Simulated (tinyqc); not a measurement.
Worked calculation: G0W0 on RHF in the 6-31g basis, for H3+, spin multiplicity 1. Computed by tinyqc, a small Python program that keeps every step (integrals from PySCF). Settings: charge = 1, multiplicity = 1, basis = 6-31g, method = RHF, energy threshold = 1e-10, iteration cap = 71, orthogonalisation = canonical, start = Wolfsberg-Helmholz matrix, DIIS depth = 6. Command: `OMP_NUM_THREADS=1 python tinyqc.py 21767 21768 out.jsonl` (the two numbers bound the seeds that draw the settings). One thread of a shared host (Intel(R) Xeon(R) Processor @ 2.60GHz), about 0.05 s of CPU time with the checks. The early iterations of the SCF are left out here.

## One-electron integrals

Geometry (angstrom):
```
atom        x        y         z
H     0.00000  0.00000   0.00000
H     0.00000  0.00000   1.01300
H     0.00000  0.00000  -1.01300
```

Basis 6-31g: exponents (1/bohr^2) and contraction coefficients of normalised primitives:
```
element  l (shell)  exponent  coefficient
H            s (1)  18.73114      0.03349
H            s (1)   2.82539      0.23473
H            s (1)   0.64012      0.81376
H            s (2)   0.16128      1.00000
```

Overlap, kinetic and nuclear-attraction integrals over the contracted functions; the nuclear repulsion is the sum of Za Zb / Rab.

nuclear repulsion = 1.3059655 hartree

overlap S, lower triangle:
```
         1H 1s    1H 2s    2H 1s    2H 2s    3H 1s    3H 2s
1H 1s  1.00000
1H 2s  0.65829  1.00000
2H 1s  0.24504  0.40670  1.00000
2H 2s  0.40670  0.74416  0.65829  1.00000
3H 1s  0.24504  0.40670  0.00620  0.09630  1.00000
3H 2s  0.40670  0.74416  0.09630  0.30666  0.65829  1.00000
```

kinetic energy T (hartree), lower triangle:
```
         1H 1s    1H 2s     2H 1s     2H 2s    3H 1s    3H 2s
1H 1s  1.39568
1H 2s  0.25974  0.24192
2H 1s  0.02189  0.10866   1.39568
2H 2s  0.10866  0.14456   0.25974   0.24192
3H 1s  0.02189  0.10866  -0.01322  -0.01063  1.39568
3H 2s  0.10866  0.14456  -0.01063   0.01573  0.25974  0.24192
```

nuclear attraction V (hartree), lower triangle:
```
          1H 1s     1H 2s     2H 1s     2H 2s     3H 1s     3H 2s
1H 1s  -2.69649
1H 2s  -1.42069  -1.55590
2H 1s  -0.56302  -0.80615  -2.43605
2H 2s  -0.86787  -1.12131  -1.25344  -1.35902
3H 1s  -0.56302  -0.80615  -0.01440  -0.19404  -2.43605
3H 2s  -0.86787  -1.12131  -0.19404  -0.47714  -1.25344  -1.35902
```

core Hamiltonian H = T + V (hartree), lower triangle:
```
          1H 1s     1H 2s     2H 1s     2H 2s     3H 1s     3H 2s
1H 1s  -1.30081
1H 2s  -1.16096  -1.31399
2H 1s  -0.54113  -0.69750  -1.04037
2H 2s  -0.75921  -0.97675  -0.99371  -1.11710
3H 1s  -0.54113  -0.69750  -0.02762  -0.20467  -1.04037
3H 2s  -0.75921  -0.97675  -0.20467  -0.46141  -0.99371  -1.11710
```

## Two-electron integrals

Functions are numbered as in S; the eight-fold symmetry (ij|kl) = (ji|kl) = (kl|ij) leaves the list below.

Two-electron integrals (ij|kl) in chemists' order, unique and non-zero (hartree):
```
(11|11) 1.07657    (21|11) 0.57847    (21|21) 0.32942    (22|11) 0.58740
(22|21) 0.36130    (22|22) 0.45315    (31|11) 0.19765    (31|21) 0.11535
(31|22) 0.13080    (31|31) 0.05586    (32|11) 0.23479    (32|21) 0.14636
(32|22) 0.18634    (32|31) 0.07724    (32|32) 0.12464    (33|11) 0.51357
(33|21) 0.32921    (33|22) 0.43919    (33|31) 0.19765    (33|32) 0.34764
(33|33) 1.07657    (41|11) 0.34764    (41|21) 0.19923    (41|22) 0.22073
(41|31) 0.07724    (41|32) 0.10089    (41|33) 0.23479    (41|41) 0.12464
(42|11) 0.40338    (42|21) 0.25057    (42|22) 0.32132    (42|31) 0.10501
(42|32) 0.16105    (42|33) 0.40338    (42|41) 0.16105    (42|42) 0.25094
(43|11) 0.32921    (43|21) 0.20953    (43|22) 0.27906    (43|31) 0.11535
(43|32) 0.19923    (43|33) 0.57847    (43|41) 0.14636    (43|42) 0.25057
(43|43) 0.32942    (44|11) 0.43919    (44|21) 0.27906    (44|22) 0.37771
(44|31) 0.13080    (44|32) 0.22073    (44|33) 0.58740    (44|41) 0.18634
(44|42) 0.32132    (44|43) 0.36130    (44|44) 0.45315    (51|11) 0.19765
(51|21) 0.11535    (51|22) 0.13080    (51|31) 0.03140    (51|32) 0.03953
(51|33) 0.08594    (51|41) 0.06364    (51|42) 0.07960    (51|43) 0.05638
(51|44) 0.08243    (51|51) 0.05586    (52|11) 0.23479    (52|21) 0.14636
(52|22) 0.18634    (52|31) 0.03953    (52|32) 0.05287    (52|33) 0.11713
(52|41) 0.08004    (52|42) 0.11003    (52|43) 0.07701    (52|44) 0.11506
(52|51) 0.07724    (52|52) 0.12464    (53|11) 0.00601    (53|21) 0.00335
(53|22) 0.00355    (53|31) 0.00117    (53|32) 0.00143    (53|33) 0.00319
(53|41) 0.00202    (53|42) 0.00245    (53|43) 0.00203    (53|44) 0.00269
(53|51) 0.00117    (53|52) 0.00143    (53|53) 3.45e-05   (54|11) 0.06385
(54|21) 0.03883    (54|22) 0.04718    (54|31) 0.01077    (54|32) 0.01410
(54|33) 0.03104    (54|41) 0.02152    (54|42) 0.02860    (54|43) 0.02036
(54|44) 0.02997    (54|51) 0.01906    (54|52) 0.02867    (54|53) 0.00038
(54|54) 0.00684    (55|11) 0.51357    (55|21) 0.32921    (55|22) 0.43919
(55|31) 0.08594    (55|32) 0.11713    (55|33) 0.26119    (55|41) 0.17658
(55|42) 0.25008    (55|43) 0.17193    (55|44) 0.25988    (55|51) 0.19765
(55|52) 0.34764    (55|53) 0.00319    (55|54) 0.07593    (55|55) 1.07657
(61|11) 0.34764    (61|21) 0.19923    (61|22) 0.22073    (61|31) 0.06364
(61|32) 0.08004    (61|33) 0.17658    (61|41) 0.11672    (61|42) 0.14605
(61|43) 0.11408    (61|44) 0.15803    (61|51) 0.07724    (61|52) 0.10089
(61|53) 0.00202    (61|54) 0.02616    (61|55) 0.23479    (61|61) 0.12464
(62|11) 0.40338    (62|21) 0.25057    (62|22) 0.32132    (62|31) 0.07960
(62|32) 0.11003    (62|33) 0.25008    (62|41) 0.14605    (62|42) 0.20917
(62|43) 0.16227    (62|44) 0.23248    (62|51) 0.10501    (62|52) 0.16105
(62|53) 0.00245    (62|54) 0.03890    (62|55) 0.40338    (62|61) 0.16105
(62|62) 0.25094    (63|11) 0.06385    (63|21) 0.03883    (63|22) 0.04718
(63|31) 0.01906    (63|32) 0.02867    (63|33) 0.07593    (63|41) 0.02616
(63|42) 0.03890    (63|43) 0.04431    (63|44) 0.05054    (63|51) 0.01077
(63|52) 0.01410    (63|53) 0.00038    (63|54) 0.00378    (63|55) 0.03104
(63|61) 0.02152    (63|62) 0.02860    (63|63) 0.00684    (64|11) 0.18013
(64|21) 0.11080    (64|22) 0.13896    (64|31) 0.04011    (64|32) 0.05714
(64|33) 0.13468    (64|41) 0.06769    (64|42) 0.09854    (64|43) 0.08558
(64|44) 0.11583    (64|51) 0.04011    (64|52) 0.05714    (64|53) 0.00109
(64|54) 0.01447    (64|55) 0.13468    (64|61) 0.06769    (64|62) 0.09854
(64|63) 0.01447    (64|64) 0.04261    (65|11) 0.32921    (65|21) 0.20953
(65|22) 0.27906    (65|31) 0.05638    (65|32) 0.07701    (65|33) 0.17193
(65|41) 0.11408    (65|42) 0.16227    (65|43) 0.11313    (65|44) 0.17044
(65|51) 0.11535    (65|52) 0.19923    (65|53) 0.00203    (65|54) 0.04431
(65|55) 0.57847    (65|61) 0.14636    (65|62) 0.25057    (65|63) 0.02036
(65|64) 0.08558    (65|65) 0.32942    (66|11) 0.43919    (66|21) 0.27906
(66|22) 0.37771    (66|31) 0.08243    (66|32) 0.11506    (66|33) 0.25988
(66|41) 0.15803    (66|42) 0.23248    (66|43) 0.17044    (66|44) 0.25344
(66|51) 0.13080    (66|52) 0.22073    (66|53) 0.00269    (66|54) 0.05054
(66|55) 0.58740    (66|61) 0.18634    (66|62) 0.32132    (66|63) 0.02997
(66|64) 0.11583    (66|65) 0.36130    (66|66) 0.45315
```

## Orthogonalisation

S = U s U^T; canonical form X = U s^(-1/2), so that X^T S X = 1. Each column of U has its largest component positive (the first on a tie).

eigenvalues of S: 0.05979  0.26185  0.42683  0.68878  1.42529  3.13746

X:
```
              1         2         3         4         5        6
1H 1s  -0.79674   0.00000   0.69301   0.93199   0.00000  0.22496
1H 2s   3.11455   0.00000  -0.52544   0.13974   0.00000  0.30334
2H 1s   0.27588  -0.84154   0.73358  -0.50434   0.46979  0.16989
2H 2s  -1.76591   1.09605  -0.50509  -0.16581   0.36070  0.24329
3H 1s   0.27588   0.84154   0.73358  -0.50434  -0.46979  0.16989
3H 2s  -1.76591  -1.09605  -0.50509  -0.16581  -0.36070  0.24329
```

## Iteration 7 (converged): orbitals

converged F (hartree), lower triangle:
```
          1H 1s     1H 2s     2H 1s     2H 2s     3H 1s     3H 2s
1H 1s  -0.41507
1H 2s  -0.77734  -0.77046
2H 1s  -0.47086  -0.51782  -0.24205
2H 2s  -0.56582  -0.59697  -0.58255  -0.55686
3H 1s  -0.47086  -0.51782  -0.10833  -0.23965  -0.24205
3H 2s  -0.56582  -0.59697  -0.23965  -0.36602  -0.58255  -0.55686
```

Diagonalise F' = X^T F X, C = X C', fill 1 alpha and 1 beta electrons from the bottom; D = 2 C_occ C_occ^T. Each column has its largest component positive (the first on a tie).

F' = X^T F X (hartree), lower triangle:
```
          1         2         3         4         5         6
1   0.49691
2   0.00000   0.61720
3  -0.08786   0.00000   0.52402
4  -0.43875   0.00000  -0.07263   0.35428
5   0.00000  -0.19012   0.00000   0.00000  -0.34111
6  -0.02904   0.00000  -0.15729  -0.08461   0.00000  -0.94222
```

orbital energies (hartree): MO1 -0.96890, MO2 -0.37745, MO3 -0.02795, MO4 0.55757, MO5 0.65354, MO6 0.87227

coefficients C:
```
           MO1       MO2       MO3       MO4       MO5       MO6
1H 1s  0.33879   0.00000   0.26860   0.53573   0.00000  -1.24913
1H 2s  0.41602   0.00000   1.97528  -0.75397   0.00000   2.33341
2H 1s  0.22041   0.30344  -0.09508   0.77634  -0.91478   0.48698
2H 2s  0.07768   0.56006  -1.36610  -0.37944   1.00884  -1.20167
3H 1s  0.22041  -0.30344  -0.09508   0.77634   0.91478   0.48698
3H 2s  0.07768  -0.56006  -1.36610  -0.37944  -1.00884  -1.20167
```

D after iteration 7, lower triangle:
```
         1H 1s    1H 2s    2H 1s    2H 2s    3H 1s    3H 2s
1H 1s  0.22956
1H 2s  0.28188  0.34614
2H 1s  0.14935  0.18339  0.09716
2H 2s  0.05264  0.06464  0.03424  0.01207
3H 1s  0.14935  0.18339  0.09716  0.03424  0.09716
3H 2s  0.05264  0.06464  0.03424  0.01207  0.03424  0.01207
```

## Convergence

Stop when the energy changes by less than 1e-10 hartree and every element of the error matrix X^T (F D S - S D F) X is below 3e-06.

Course of the cycle:
```
iteration  E (hartree)     change  largest element of the error matrix
1           -1.1370047          -                             3.24e-01
2           -1.1934257  -5.64e-02                             6.14e-02
3           -1.1954558  -2.03e-03                             1.83e-03
4           -1.1954574  -1.54e-06                             1.37e-04
5           -1.1954574  -1.71e-08                             1.91e-05
6           -1.1954574  -1.80e-10                             2.02e-08
7           -1.1954574   8.88e-16                             7.82e-09
```

PySCF RHF in the same basis = -1.1954574 hartree

Converged in 7 iterations.

## Integrals over molecular orbitals

(pq|rs) = sum C_ip C_jq C_kr C_ls (ij|kl), one index at a time.

one-electron integrals over orbitals h = C^T H C (hartree), lower triangle:
```
          1         2         3         4         5         6
1  -1.53252
2   0.00000  -1.13422
3  -0.08546   0.00000  -0.74992
4  -0.07906   0.00000   0.06126  -0.27987
5   0.00000   0.14670   0.00000   0.00000  -0.11694
6   0.07740   0.00000   0.21444   0.03916   0.00000  -0.13348
```

Two-electron integrals over orbitals (pq|rs), unique and non-zero (hartree):
```
(11|11) 0.56362    (21|21) 0.12024    (22|11) 0.43851    (22|22) 0.44024
(31|11) 0.08546    (31|22) -0.00553   (31|31) 0.06553    (32|21) -0.08720
(32|32) 0.09373    (33|11) 0.39375    (33|22) 0.36569    (33|31) 0.01873
(33|33) 0.34869    (41|11) 0.07906    (41|22) 0.07499    (41|31) 0.00109
(41|33) 0.04430    (41|41) 0.05473    (42|21) 0.06628    (42|32) -0.04162
(42|42) 0.06419    (43|11) -0.03009   (43|22) -0.04005   (43|31) 0.00788
(43|33) -0.01427   (43|41) -0.01172   (43|43) 0.01999    (44|11) 0.44608
(44|22) 0.40984    (44|31) 0.02266    (44|33) 0.34432    (44|41) 0.06552
(44|43) -0.04203   (44|44) 0.41732    (51|21) -0.06053   (51|32) 0.03398
(51|42) -0.05528   (51|51) 0.04907    (52|11) -0.10361   (52|22) -0.10336
(52|31) 0.00241    (52|33) -0.04791   (52|41) -0.05832   (52|43) 0.03088
(52|44) -0.10221   (52|52) 0.08350    (53|21) 0.00239    (53|32) 0.01547
(53|42) 0.02435    (53|51) -0.02009   (53|53) 0.03040    (54|21) -0.12844
(54|32) 0.09889    (54|42) -0.08266   (54|51) 0.07366    (54|53) -0.00745
(54|54) 0.15728    (55|11) 0.40977    (55|22) 0.41958    (55|31) -0.01073
(55|33) 0.34289    (55|41) 0.08056    (55|43) -0.04123   (55|44) 0.40529
(55|52) -0.11172   (55|55) 0.42399    (61|11) -0.07740   (61|22) 0.01435
(61|31) -0.06700   (61|33) -0.03219   (61|41) -0.00991   (61|43) -0.02465
(61|44) -0.00035   (61|52) -0.01700   (61|55) 0.02434    (61|61) 0.10107
(62|21) 0.05529    (62|32) -0.03300   (62|42) 0.04517    (62|51) -0.03967
(62|53) 0.01960    (62|54) -0.06670   (62|62) 0.03968    (63|11) -0.14072
(63|22) -0.06801   (63|31) -0.05093   (63|33) -0.05731   (63|41) -0.04245
(63|43) 0.00665    (63|44) -0.08116   (63|52) 0.04560    (63|55) -0.06109
(63|61) 0.05988    (63|63) 0.08124    (64|11) -0.02454   (64|22) 0.04352
(64|31) -0.05001   (64|33) 0.00427    (64|41) 0.02528    (64|43) -0.01798
(64|44) 0.02068    (64|52) -0.03819   (64|55) 0.05732    (64|61) 0.05915
(64|63) 0.02347    (64|64) 0.06271    (65|21) -0.08234   (65|32) 0.07137
(65|42) -0.05696   (65|51) 0.04943    (65|53) -0.00177   (65|54) 0.10356
(65|62) -0.04176   (65|65) 0.07416    (66|11) 0.55341    (66|22) 0.40891
(66|31) 0.10148    (66|33) 0.39436    (66|41) 0.08920    (66|43) -0.01231
(66|44) 0.42695    (66|52) -0.09110   (66|55) 0.38892    (66|61) -0.12671
(66|63) -0.16242   (66|64) -0.04808   (66|66) 0.60423
```

## Screening: direct RPA

With D = e_a - e_i and K = (ia|jb): diagonalise D^(1/2) (D + 4K) D^(1/2) = Z w^2 Z^T; X + Y = D^(1/2) Z w^(-1/2), each column of Z with its largest component positive (the first on a tie); E_c = (sum w - tr (D + 2K)) / 2.

D^(1/2) (D + 4K) D^(1/2) (hartree^2), lower triangle:
```
          1>2       1>3       1>4      1>5      1>6
1>2   0.63429
1>3   0.00000   1.13205
1>4   0.00000   0.00521   2.66430
1>5  -0.23717   0.00000   0.00000  2.95076
1>6   0.00000  -0.35277  -0.06647  0.00000  4.13430
```

excitation energies w (hartree): 0.78119  1.04458  1.63137  1.72476  2.04405

X + Y:
```
           1        2         3         4         5
1>2  0.86570  0.00000   0.00000  -0.05904   0.00000
1>3  0.00000  0.94278  -0.00504   0.00000  -0.07803
1>4  0.00000  0.00191   0.96638   0.00000  -0.03800
1>5  0.14529  0.00000   0.00000   0.96494   0.00000
1>6  0.00000  0.15292   0.04621   0.00000   0.94186
```

RPA correlation energy = -0.0389224 hartree

## G0W0 on Hartree-Fock: HOMO

W(p,q,m) = sqrt2 sum_ia (pq|ia) (X+Y)_ia,m; Sigma_c(x) = sum_(i,m) W^2/(x - e_i + w_m) + sum_(a,m) W^2/(x - e_a - w_m); solve x = e_p + Sigma_c(x) by Newton steps; Z = 1/(1 - dSigma/dx); 1 hartree = 27.211386 eV.

The 12 largest terms at x = e_p (hartree; W for the signs of X + Y given):
```
q  m         W      term
2  1   0.13477  -0.01323
1  2   0.09742   0.00909
1  5  -0.11678   0.00667
1  3   0.10239   0.00643
6  5   0.14256  -0.00523
2  4  -0.09264  -0.00370
3  5  -0.09654  -0.00312
3  2   0.07289  -0.00268
4  3   0.07414  -0.00174
5  1  -0.06402  -0.00171
6  2  -0.06750  -0.00158
5  4   0.07201  -0.00155
```

Newton steps (hartree):
```
step         x  Sigma_c(x)        Z
0     -0.96890    -0.01245  0.96789
1     -0.98095    -0.01205  0.96783
2     -0.98095    -0.01205  0.96783
```

quasiparticle energy of the HOMO = -26.69305 eV

Hartree-Fock value = -26.36522 eV

## G0W0 on Hartree-Fock: LUMO

As before.

The 12 largest terms at x = e_p (hartree; W for the signs of X + Y given):
```
q  m         W      term
1  1   0.13477   0.01323
3  1  -0.09978  -0.00880
2  3   0.10346  -0.00656
1  4  -0.09264   0.00370
4  1   0.06979  -0.00284
4  4  -0.08097  -0.00247
5  3  -0.08084  -0.00245
6  1   0.05954  -0.00175
3  4   0.05365  -0.00139
6  4  -0.05876  -0.00116
5  5  -0.01978  -0.00013
2  5   0.01570  -0.00012
```

Newton steps (hartree):
```
step         x  Sigma_c(x)        Z
0     -0.37745    -0.01074  0.97221
1     -0.38789    -0.01045  0.97229
2     -0.38789    -0.01045  0.97229
```

quasiparticle energy of the LUMO = -10.55505 eV

Hartree-Fock value = -10.27082 eV
